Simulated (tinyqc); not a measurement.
Lossy on-chip transmission line with skin effect: line properties against frequency.

A uniform line in a homogeneous dielectric: c = sqrt(er)/(c0 Z0), l = Z0 sqrt(er)/c0 (c0 = 299792458 m/s), g = w c td, w = 2 pi f. The resistance joins its limits as r = sqrt(r_dc^2 + r_hf^2), with r_dc = rho/(wd th), r_hf = kr rho/(2 delta (wd + th)), delta = sqrt(rho/(pi f mu0)), mu0 = 4 pi 1e-7 H/m; this is an interpolation, and internal inductance, up to 0.05 nH/mm at low frequency, is neglected.

gamma = sqrt((r + i w l)(g + i w c)) = alpha + i beta, Zc = sqrt((r + i w l)/(g + i w c)), roots with positive real part; loss 8.685889638 alpha in dB; phase velocity w/beta. ZL = 1/(1/RL + i w CL); reflection (ZL - Zc)/(ZL + Zc); Zin = Zc (ZL + Zc tanh(gamma len))/(Zc + ZL tanh(gamma len)); H = V_load/V_source = [Zin/(Zin + Rg)]/[cosh(gamma len) + (Zc/ZL) sinh(gamma len)].

Inputs (values chosen for the exercise): width of the strip wd = 0.65 um; thickness of the strip th = 0.6 um; resistivity rho = 2.2 uohm cm; relative permittivity er = 3.9; loss tangent td = 0.02; lossless impedance sqrt(l/c) Z0 = 60 ohm; factor for crowding and the return path kr = 1.2; length len = 4.2 mm; source resistance Rg = 10 ohm; load resistance RL = 1e5 ohm; load capacitance CL = 300 fF.

Results:

| f (GHz) | r (ohm/mm) | r/(w l) | loss (dB/mm) | \|Zc\| (ohm) | phase velocity over c0 | length in wavelengths | \|H\| (dB) |
|---|---|---|---|---|---|---|---|
| 0.01 | 56.412 | 2271.6 | 0.12235 | 2859.4 | 0.015173 | 0.0092335 | -0.022271 |
| 0.03 | 56.416 | 757.24 | 0.21183 | 1650.9 | 0.026267 | 0.016001 | -0.025191 |
| 0.09 | 56.426 | 252.46 | 0.36646 | 953.25 | 0.045431 | 0.027754 | -0.043689 |
| 0.8 | 56.552 | 28.465 | 1.0772 | 320.18 | 0.13316 | 0.084165 | -1.2072 |
| 2 | 56.764 | 11.429 | 1.6633 | 203.21 | 0.20464 | 0.13692 | -4.6802 |
| 7 | 57.638 | 3.3157 | 2.8305 | 111.65 | 0.34149 | 0.28718 | -13.616 |
| 20 | 59.853 | 1.2051 | 3.9064 | 75.075 | 0.44914 | 0.62385 | -21.886 |
| 60 | 66.202 | 0.44430 | 4.9038 | 62.758 | 0.49587 | 1.6952 | -33.211 |

Estimate the missing row, f = 0.3 GHz.

Computed row:

| f (GHz) | r (ohm/mm) | r/(w l) | loss (dB/mm) | \|Zc\| (ohm) | phase velocity over c0 | length in wavelengths | \|H\| (dB) |
|---|---|---|---|---|---|---|---|
| 0.3 | 56.463 | 75.789 | 0.66627 | 522.31 | 0.082528 | 0.050927 | -0.22000 |

With this row back in the table: r equals w l at 24.4 GHz: below it |Zc| and the delay grow as in an RC line, above it |Zc| tends to Z0 = 60 ohm and the velocity to 1/sqrt(er) = 0.506 c0. The loss goes as f^(0.50) between the first two rows and f^(0.21) between the last two. |H| is -0.0223 dB in the first row and -33.2 dB in the last; between rows it can pass through resonances that the table doesn't show.

Numbers from tinyqc (`OMP_NUM_THREADS=1 python tinyqc.py 2810152 2810153 out.jsonl`; about 0.01 s on one thread of a shared Intel Xeon 2.30GHz).
